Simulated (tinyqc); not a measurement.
Inside a calculation. Method: Hueckel theory of the pi electrons with the omega technique, for the molecule C=Cc1ccccc[cH+]1 (SMILES; centres numbered as the heavy atoms are written). One step of it, computed by the program tinyqc.

Task: Orbitals, round 1. Diagonalise; E = alpha + x beta with beta < 0, so the largest x are filled first; degenerate levels share their electrons. P = sum n_i c_ri c_si; each orbital has its largest coefficient positive (the first on a tie).

Hueckel matrix in units of beta (H = alpha + beta A), lower triangle:
```
          1C        2C        3C        4C        5C        6C        7C        8C
1C  0.000000
2C  1.000000  0.000000
3C  0.000000  1.000000  0.000000
4C  0.000000  0.000000  1.000000  0.000000
5C  0.000000  0.000000  0.000000  1.000000  0.000000
6C  0.000000  0.000000  0.000000  0.000000  1.000000  0.000000
7C  0.000000  0.000000  0.000000  0.000000  0.000000  1.000000  0.000000
8C  0.000000  0.000000  0.000000  0.000000  0.000000  0.000000  1.000000  0.000000
9C  0.000000  0.000000  1.000000  0.000000  0.000000  0.000000  0.000000  1.000000

          9C
9C  0.000000
```

pi electrons, sum of z_r less the charge = 8

Give: x values; occupations; coefficients; charge and bond-order matrix P.

Result:

x values: 2.1248  1.5406  1.2470  0.8072  -0.3379  -0.4450  -1.1019  -1.8019  -2.0327

occupations: 2.0000  2.0000  2.0000  2.0000  0.0000  0.0000  0.0000  0.0000  0.0000

coefficients:
```
       MO1      MO2      MO3      MO4      MO5      MO6      MO7      MO8
1C  0.1430  -0.2765   0.0000   0.5949   0.5007   0.0000  -0.5125   0.0000
2C  0.3039  -0.4260   0.0000   0.4802  -0.1692   0.0000   0.5647   0.0000
3C  0.5027  -0.3798   0.0000  -0.2073  -0.4435   0.0000  -0.1098   0.0000
4C  0.3821  -0.0795   0.4179  -0.3238   0.1595   0.5211  -0.2219   0.2319
5C  0.3092   0.2572   0.5211  -0.0540   0.3896  -0.2319   0.3543  -0.4179
6C  0.2749   0.4758   0.2319   0.2802  -0.2912  -0.4179  -0.1686   0.5211
7C  0.2749   0.4758  -0.2319   0.2802  -0.2912   0.4179  -0.1686  -0.5211
8C  0.3092   0.2572  -0.5211  -0.0540   0.3896   0.2319   0.3543   0.4179
9C  0.3821  -0.0795  -0.4179  -0.3238   0.1595  -0.5211  -0.2219  -0.2319

        MO9
1C   0.1893
2C  -0.3847
3C   0.5927
4C  -0.4101
5C   0.2408
6C  -0.0794
7C  -0.0794
8C   0.2408
9C  -0.4101
```

charge and bond-order matrix P, lower triangle:
```
         1C       2C       3C       4C       5C       6C      7C      8C
1C   0.9017
2C   0.8939   1.0089
3C   0.1072   0.4300   0.8799
4C  -0.2319  -0.0109   0.5789   0.8637
5C  -0.1181  -0.0831   0.1379   0.6660   0.8726
6C   0.1488   0.0308  -0.2012   0.1468   0.6263   0.8686
7C   0.1488   0.0308  -0.2012  -0.2408   0.1428   0.6534  0.8686
8C  -0.1181  -0.0831   0.1379  -0.2052  -0.2137   0.1428  0.6263  0.8726
9C  -0.2319  -0.0109   0.5789   0.1651  -0.2052  -0.2408  0.1468  0.6660

        9C
9C  0.8637
```
